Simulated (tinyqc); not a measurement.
Comparisons within one model: Wannier-Stark ladder of a miniband. A value that a table varies takes the place of the one given here.

One state in each well j = -(Nw - 1)/2 ... (Nw - 1)/2: H_jj = j e F d, H_(j,j+1) = -W/4; 1 kV/cm = 0.01 meV/angstrom. In an infinite chain the levels are j e F d and the state of well 0 has amplitude J_j(x) in size on well j, x = W/(2 e F d).

Constants: hbar = 6.58211957e-16 eV s.

Inputs chosen for the exercise (near those of a non-polar GaN/AlGaN superlattice; shifted at random, so the results belong to these values and not to a real crystal):
- W = 27 meV (miniband width)
- d = 50 angstrom (period)
- Nw = 7 (wells)
- Fs = (5.6, 7.7, 10, 15, 23, 39, 84) kV/cm (fields)
- G = 12 meV (hbar/tau)
- F = 13 kV/cm (field)

## Raising the field

Infinite-chain weights beside the middle spacing of the finite stack.

Results:

| F (kV/cm) | e F d (meV) | x | J_0^2 | J_1^2 | J_2^2 | middle spacing/(e F d) |
|---|---|---|---|---|---|---|
| 5.6 | 2.80 | 4.821 | 0.055 | 0.091 | 0.012 | 1.7595 |
| 7.7 | 3.85 | 3.506 | 0.145 | 0.018 | 0.210 | 1.3285 |
| 10 | 5.00 | 2.700 | 0.020 | 0.195 | 0.220 | 1.1354 |
| 15 | 7.50 | 1.800 | 0.116 | 0.338 | 0.094 | 1.0237 |
| 23 | 11.50 | 1.174 | 0.468 | 0.242 | 0.024 | 1.0026 |
| 39 | 19.50 | 0.692 | 0.781 | 0.106 | 0.003 | 1.0001 |
| 84 | 42.00 | 0.321 | 0.949 | 0.025 | 0.000 | 1.0000 |

How do the results move?

J_0 vanishes at x = 2.405, F = 11.2 kV/cm, where the line at j = 0 disappears; J_0^2 overtakes J_1^2 for good at x = 1.435, F = 18.8 kV/cm, and reaches 0.95 in the last row. The 7 wells reproduce the middle spacing of the even ladder to 1 % from 23 kV/cm on, where the swing W/(e F d) = 2x is 2.3 periods. The lines are seen apart only where e F d exceeds their width, usually a few meV.

## Drift velocity with scattering

Esaki-Tsu: v = v0 y/(1 + y^2), y = e F d/G, v0 = W d/(2 hbar), at zero temperature; 1 angstrom/s = 1e-8 cm/s, 1 kV/cm = 0.01 meV/angstrom. The last column is dv/dF in cm^2/(V s).

Results:

| y | F (kV/cm) | v (1e6 cm/s) | dv/dF |
|---|---|---|---|
| 0.1 | 2.40 | 1.02 | 415 |
| 0.3 | 7.20 | 2.82 | 327 |
| 0.6 | 14.40 | 4.52 | 148 |
| 1.0 | 24.00 | 5.13 | 0 |
| 1.5 | 36.00 | 4.73 | -51 |
| 2.5 | 60.00 | 3.54 | -43 |
| 4.0 | 96.00 | 2.41 | -22 |

v0 = 10.26 x 1e6 cm/s
field at y = 1 = 24.00 kV/cm

What does this show?

The velocity peaks at v0/2 = 5.13 x 1e6 cm/s at 24.00 kV/cm and then falls: negative differential velocity, steepest at y = sqrt3 with -v0/(8 Fc) = -53 cm^2/(V s). The low-field mobility is v0/Fc = 427 cm^2/(V s). At the peak the swing is W/G = 2.2 periods, too few for the semiclassical picture to be safe.

## What each parameter does

e F d, x, J_0(x)^2 and the lowest level of the finite stack. Each row changes one parameter from the base and keeps the others.

Results:

| case | e F d (meV) | x | J_0^2 | lowest level (meV) |
|---|---|---|---|---|
| base | 6.50 | 2.077 | 0.032 | -24.65 |
| W = 22 meV | 6.50 | 1.692 | 0.162 | -23.18 |
| d = 42 angstrom | 5.46 | 2.473 | 0.001 | -22.08 |
| F = 9.1 kV/cm | 4.55 | 2.967 | 0.062 | -19.92 |
| Nw = 9 | 6.50 | 2.077 | 0.032 | -31.15 |

How do the results move?

The largest shifts from the base row, up to three for each result and ties (the steps differ in size, so this ranks the rows, not the parameters). e F d (meV): F -1.95, d -1.04; unchanged at the printed digits by W and Nw. x: F +0.890, d +0.396, W -0.385; unchanged at the printed digits by Nw. J_0^2: W +0.130, d -0.031, F +0.030; unchanged at the printed digits by Nw. lowest level (meV): Nw -6.50, F +4.74, d +2.57.

(tinyqc, `OMP_NUM_THREADS=1 python tinyqc.py 1282398 1282399 out.jsonl`, Intel(R) Xeon(R) Processor @ 2.30GHz, 1 thread, shared host, about 0.01 s.)
